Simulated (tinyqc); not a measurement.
Deep level with several charge states, and Shockley-Read-Hall recombination: one step. The neutral state. Three cases, with inputs chosen for the exercise.

Question. Solve for EF.

Energies from Ev. The defect has charge states +1, 0, -1 with weights 1, gm exp((EF - E1)/kT), exp((2 EF - E1 - E2)/kT); the shares are the weights over their sum. Boltzmann carriers: n = Nc exp((EF - Eg)/kT), p = Nv exp(-EF/kT). Neutrality: p - n + Nd + Nt <q> = 0.

Constants: kB = 8.617333262e-05 eV/K.

Give: EF; shares at EF; n; p.

Case 1.

Values chosen (gap and densities of states near those of Si at this temperature; shifted at random, so the results belong to these values and not to a real crystal): Eg = 1.123 eV (gap); Nc = 2.82e+19 1/cm^3 (conduction-band density of states); Nv = 1.15e+19 1/cm^3 (valence-band density of states); T = 300 K; E1 = 0.29 eV (level (+1/0) above Ev); E2 = 0.721 eV (level (0/-1) above Ev); gm = 2 (degeneracy of the middle state, the others 1); Nt = 1.4e+13 1/cm^3 (defects); Nd = 1.5e+12 1/cm^3 (ionised shallow donors minus acceptors).

Answer.

EF = 0.6682 eV

shares at EF: +1 0.000, 0 0.939, -1 0.061

n = 6.46e+11 1/cm^3
p = 6.84e+07 1/cm^3

Without the defects the majority density would be 1.50e+12 1/cm^3; with them the density of these carriers is 6.46e+11, so they compensate part of the doping. Most defects are in the state 0.

Case 2.

Values chosen (gap and densities of states near those of Si at this temperature; shifted at random, so the results belong to these values and not to a real crystal): Eg = 1.117 eV (gap); Nc = 3.46e+19 1/cm^3 (conduction-band density of states); Nv = 1.46e+19 1/cm^3 (valence-band density of states); T = 350 K; E1 = 0.508 eV (level (+1/0) above Ev); E2 = 0.663 eV (level (0/-1) above Ev); gm = 2 (degeneracy of the middle state, the others 1); Nt = 4.8e+13 1/cm^3 (defects); Nd = 2.7e+14 1/cm^3 (ionised shallow donors minus acceptors).

Answer.

EF = 0.7569 eV

shares at EF: +1 0.000, 0 0.082, -1 0.918

n = 2.26e+14 1/cm^3
p = 1.84e+08 1/cm^3

Without the defects the majority density would be 2.70e+14 1/cm^3; with them the density of these carriers is 2.26e+14, so they compensate part of the doping. Most defects are in the state -1.

Case 3.

Values chosen (gap and densities of states near those of GaAs at this temperature; shifted at random, so the results belong to these values and not to a real crystal): Eg = 1.409 eV (gap); Nc = 5.44e+17 1/cm^3 (conduction-band density of states); Nv = 1.24e+19 1/cm^3 (valence-band density of states); T = 350 K; E1 = 1.071 eV (level (+1/0) above Ev); E2 = 1.01 eV (level (0/-1) above Ev); gm = 1 (degeneracy of the middle state, the others 1); Nt = 1.2e+14 1/cm^3 (defects); Nd = -7.1e+14 1/cm^3 (ionised shallow donors minus acceptors).

Answer.

EF = 0.3002 eV

shares at EF: +1 1.000, 0 0.000, -1 0.000

n = 58.8 1/cm^3
p = 5.90e+14 1/cm^3

Without the defects the majority density would be 7.10e+14 1/cm^3; with them the density of these carriers is 5.90e+14, so they compensate part of the doping. Most defects are in the state +1. The level order is inverted (negative U), so the middle state is never the most common.

Computed by tinyqc, one run a case: `OMP_NUM_THREADS=1 python tinyqc.py N N+1 out.jsonl` with N = 1680739, 1680809, 1680822; one thread of a shared Intel(R) Xeon(R) Processor @ 2.30GHz, about 0.01 s a run at most.
